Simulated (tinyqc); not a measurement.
# Ion-assisted plasma etching: sheath, surface coverage, synergy and aspect-ratio dependence, step by step

A worked calculation. Computed by tinyqc, a small Python program that keeps every step. Command: `OMP_NUM_THREADS=1 python tinyqc.py 3029512 3029513 out.jsonl etch walk`. One thread of a shared host (Intel(R) Xeon(R) Processor @ 2.30GHz), about 0.07 s of CPU time with the checks. Intermediate numbers are printed to about 6 digits and carried at full precision; extremes and crossings named in words are read from the listed rows.

Radicals adsorb on bare sites; ions remove covered sites with a high yield and bare sites by sputtering; a slow spontaneous reaction acts everywhere, walls included.

Inputs (values chosen for the exercise, close to those used for silicon in a halogen plasma):

| quantity | value | unit |
|---|---|---|
| plasma density n_e | 1.3e+11 | 1/cm^3 |
| electron temperature T_e | 3.2 | eV |
| ion mass M_i | 71 | u |
| sheath voltage V | 82 | V |
| radical density n | 1.9e+12 | 1/cm^3 |
| radical mass M_n | 35.5 | u |
| gas temperature T_g | 300 | K |
| sticking coefficient s | 0.36 | - |
| radicals per removed unit x | 2 | - |
| yield slope b | 0.11 | eV^(-1/2) |
| threshold E_th | 22 | eV |
| sputter slope b_p | 0.023 | eV^(-1/2) |
| sputter threshold E_p | 40 | eV |
| spontaneous reaction probability k_c | 0.00084 | - |
| solid density N | 5e+22 | 1/cm^3 |
| ion temperature T_i | 0.46 | eV |
| aspect ratio A | 5.3 | - |

Feature: long trench.

Constants: e = 1.602176634e-19 C; u = 1.6605390666e-27 kg; k_B = 1.380649e-23 J/K; eps_0 = 8.8541878128e-12 F/m.

## Fluxes

Bohm speed u_B = sqrt(e T_e/M_i); ion flux G_i = 0.61 n_e u_B; radical flux G_n = n c/4 with c = sqrt(8 k_B T_g/(pi M_n)).

Bohm speed = 208534 cm/s

ion flux G_i = 1.65367e+16 1/(cm^2 s)

radical speed c = 42299.3 cm/s

radical flux G_n = 2.00922e+16 1/(cm^2 s)

flux ratio G_n/G_i = 1.21500

## Sheath and ion angles

Debye length lambda_D = sqrt(eps_0 T_e/(e n_s)) with n_s = 0.61 n_e, T_e in volts; Child-law sheath d = (sqrt2/3) lambda_D (2 V/T_e)^(3/4); ion energy E = V + T_e/2; angular spread = arctan(sqrt(T_i/E)).

Debye length = 47.2234 um

sheath thickness = 426.404 um

ion energy E = 83.6 eV

angular spread = 4.24232 degrees

## Yields

Yields: Y = b (sqrt(E) - sqrt(E_th)) on covered sites, Y_p = b_p (sqrt(E) - sqrt(E_p)) on bare ones (zero below threshold).

yield Y = 0.489818

sputter yield Y_p = 0.0648312

## Open-field etch rate

Steady coverage: s G_n (1 - theta) = x Y G_i theta; removal flux = Y G_i theta + Y_p G_i (1 - theta) + k_c G_n; rate = flux/N, 1 cm/s = 6e8 nm/min. Lateral rate = k_c G_n/N; anisotropy = 1 - lateral/vertical; synergy = vertical/(ions alone + radicals alone), with ions alone Y_p G_i/N and radicals alone the lateral rate.

coverage theta = 0.308673

vertical rate = 39.0995 nm/min

lateral rate = 0.202529 nm/min

anisotropy = 0.994820

synergy = 2.99208

Ions and radicals both limit the rate.

## Rate at the floor of the feature

Transmission of a long trench, rough form: K = (1 + ln(1 + A))/(1 + A + ln(1 + A)), walls that scatter diffusely without loss. With a loss probability S = s (1 - theta) at the floor, G_b/G_n = K/(K + S - K S); theta follows G_b, and the two are solved together. Ions are taken to reach the floor unshadowed; G_b replaces G_n in every term of the rate; A is depth over width.

transmission K = 0.348938

G_b/G_n = 0.658275

coverage at the floor = 0.227152

rate at the floor = 32.1553 nm/min

floor rate over open-field rate = 0.822395

The lag is 18 %. Caution: the trench transmission is an interpolation between the limits 1 and ln(A)/A, good to tens of per cent.

## Etch lag against aspect ratio

The formulas are those given above.

Floor of the feature:

| A | K | G_b/G_n | theta | rate (nm/min) | relative rate |
|---|---|---|---|---|---|
| 0.5 | 0.737597 | 0.916694 | 0.290427 | 37.5439 | 0.960213 |
| 1.0 | 0.628687 | 0.867093 | 0.279098 | 36.5784 | 0.935521 |
| 2.0 | 0.512030 | 0.798119 | 0.262730 | 35.1841 | 0.899859 |
| 5.0 | 0.358296 | 0.668181 | 0.229785 | 32.3793 | 0.828126 |
| 10.0 | 0.253614 | 0.539423 | 0.194100 | 29.3438 | 0.750489 |
| 20.0 | 0.168210 | 0.398173 | 0.150946 | 25.6758 | 0.656678 |
| 50.0 | 0.089781 | 0.232183 | 0.093931 | 20.8338 | 0.532840 |
| 100.0 | 0.053166 | 0.142282 | 0.059733 | 17.9316 | 0.458613 |

K falls by a factor 13.9 over the rows and the rate by 2.09. Among these rows the rate stays within 10 % of the open-field value up to A = 1, with an open-field coverage below one half; sputtering, which needs no radicals, carries much of the rate in the last rows. Caution: rows with A above about 1/(2 tan(ion spread)) or 1/sqrt(k_c), often 10 to 30, are formal: ion shadowing, radical loss on the walls, redeposition of sputtered material and, in fluorocarbon plasmas, polymer growth are left out and add to the lag.

## Yield per ion against the flux ratio

The ion flux is fixed and the radical flux set by the ratio; the removal per ion is the removal flux over G_i.

Open field:

| G_n/G_i | theta | rate (nm/min) | removal per ion |
|---|---|---|---|
| 0.3 | 0.099298 | 21.289 | 0.10728 |
| 1 | 0.268730 | 35.695 | 0.17988 |
| 3 | 0.524365 | 57.587 | 0.29020 |
| 10 | 0.786089 | 80.827 | 0.40731 |
| 30 | 0.916837 | 95.187 | 0.47967 |
| 100 | 0.973509 | 111.635 | 0.56256 |
| 300 | 0.991011 | 146.449 | 0.73800 |
| 1000 | 0.997286 | 263.661 | 1.32866 |
| 3000 | 0.999094 | 597.194 | 3.00943 |

Coverage reaches one half at G_n/G_i = x Y/s = 2.72. Below that the ion-assisted part follows the radical flux, on top of the sputter floor Y_p = 0.0648; above it the ion-assisted part saturates at Y = 0.490 per ion, and the further rise to 3.01 comes from the spontaneous reaction, which costs anisotropy.

Checks made by the program: series form 1/R = 1/(Y G_i) + x/(s G_n) of the ion-assisted part (relative difference below 1e-10).
